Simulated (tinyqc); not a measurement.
# Thermionic emission over a Gaussian spread of barriers: effect of the spread

Metal on an n-type semiconductor with one parabolic valley; V > 0 is forward bias (metal positive). Patches of barrier height b are spread as a Gaussian with mean phi - r2 V and variance sg^2 + r3 V; each carries A* T^2 exp(-b/Vt) [exp(V/Vt) - 1].

A* = 4 pi q me m0 kB^2/h^3 (times 1e-4 for A/(cm^2 K^2)). At zero bias the mean of exp(-b/Vt) gives phi_ap(0) = phi - sg^2/(2 Vt), J0 = A* T^2 exp(-phi_ap(0)/Vt), and the current is centred on b = phi - sg^2/Vt.

Parameters, values chosen for the exercise; band and dielectric values those of a made-up semiconductor: temperature T = 200 K; electron mass me = 0.336 m0; barrier height seen from the metal phi = 1.15 eV.

Constants: q = 1.602176634e-19 C, kB = 1.380649e-23 J/K, h = 6.62607015e-34 J s, m0 = 9.1093837015e-31 kg, Vt = kB T/q. Results are converted to the units shown.

Result of one run:

| phi_ap(0) (eV) | J0 (A/cm^2) | barrier that carries most current (eV) |
|---|---|---|
| 1.1239 | 7.7167e-23 | 1.0978 |

Which standard deviation of the barrier heights sg gave this result: 0.02, 0.03, 0.039, 0.058 or 0.078 eV?

sg = 0.03 eV.

The whole series:

| sg (eV) | phi_ap(0) (eV) | J0 (A/cm^2) | barrier that carries most current (eV) |
|---|---|---|---|
| 0.02 | 1.1384 | 3.3259e-23 | 1.1268 |
| 0.03 | 1.1239 | 7.7167e-23 | 1.0978 |
| 0.039 | 1.1059 | 2.1949e-22 | 1.0617 |
| 0.049 | 1.0803 | 9.6547e-22 | 1.0107 |
| 0.058 | 1.0524 | 4.8836e-21 | 0.95481 |
| 0.068 | 1.0159 | 4.0726e-20 | 0.88170 |
| 0.078 | 0.97350 | 4.7556e-19 | 0.79699 |

The apparent barrier falls from 1.14 to 0.973 eV, by sg^2/(2 Vt), and J0 grows by a factor of 14300 over the table. The lowering equals Vt at sg = sqrt(2) Vt = 0.0244 eV. In 3 of the 7 rows sg exceeds 3 Vt, so the current comes from more than three deviations below the mean, a tiny share of the area that a Gaussian of independent patches describes poorly.

Program tinyqc, `OMP_NUM_THREADS=1 python tinyqc.py 2640057 2640058 out.jsonl`; Intel Xeon 2.30GHz, shared host, one thread, about 0.01 s.
